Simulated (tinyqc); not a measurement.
# CMOS inverter, nodal equation and switching: effect of the temperature

An n-channel pull-down (bn, VTn) and a p-channel pull-up (bp, VTp) share the input Vin and the output node Vout, which carries the load C. Transistor (EKV form, voltages against the body): I = 2 n b Vt^2 [F(vp - Vs) - F(vp - Vd)] from drain to source, F(v) = ln^2(1 + exp(v/(2 Vt))), vp = (Vg - VT + sg |Vd - Vs|)/n. n-channel bodies are at 0; for the p-channel device all voltages are counted down from Vdd. b in uA/V^2 gives I in uA. Static: In = Ip. Transient: C dVout/dt = Ip - In. No velocity saturation, no gate capacitance beyond C.

VM solves In = Ip with Vin = Vout; VIL and VIH are the inputs of gain -1, NML = VIL - Vout(VIH), NMH = Vout(VIL) - VIH. For a step input the delay to Vdd/2 is tHL = C times the integral of dV/(In - Ip) from Vdd/2 to Vdd at Vin = Vdd, and tLH likewise with Ip - In from 0 to Vdd/2 at Vin = 0. Thresholds, gain factors and n are held fixed.

Parameters, values chosen for the exercise:
- Vdd = 0.7 V (supply voltage)
- n = 1.15 (slope factor)
- sg = 0.023 (drain-induced barrier lowering)
- VTn = 0.33 V (n-channel threshold)
- VTp = 0.25 V (p-channel threshold (magnitude))
- bn = 720 uA/V^2 (gain factor of the pull-down transistor)
- bp = 720 uA/V^2 (gain factor of the pull-up transistor)
- C = 0.31 fF (load capacitance)

Constants: q = 1.602176634e-19 C, kB = 1.380649e-23 J/K, Vt = kB T/q. Results are converted to the units shown.

Results:
```
T (K),VM (V),gain at VM,NML (V),NMH (V),tHL (ps),tLH (ps)
220,0.3891,-43.48,0.3396,0.2596,2.375,1.627
250,0.3891,-43.47,0.3365,0.2565,2.375,1.627
280,0.3891,-43.45,0.3333,0.2533,2.375,1.628
310,0.3891,-43.39,0.3299,0.2499,2.375,1.629
340,0.3891,-43.26,0.3265,0.2465,2.374,1.629
370,0.3891,-43.01,0.3231,0.2431,2.373,1.630
430,0.3891,-41.92,0.3160,0.2360,2.368,1.631
```

Estimate the missing row, T = 400 K.

Computed row:
```
T (K),VM (V),gain at VM,NML (V),NMH (V),tHL (ps),tLH (ps)
400,0.3891,-42.58,0.3196,0.2396,2.371,1.630
```

With this row back in the table: As T goes from 220 to 430 K, VM stays near 0.389 V, the size of the gain falls from 43.5 to 41.9, tHL stays near 2.37 ps and tLH stays near 1.63 ps. The smaller margin is largest, 0.260 V, at T = 220 K among the rows.

Program tinyqc, `OMP_NUM_THREADS=1 python tinyqc.py 2340026 2340027 out.jsonl`; Intel Xeon 2.30GHz, shared host, one thread, about 0.04 s.
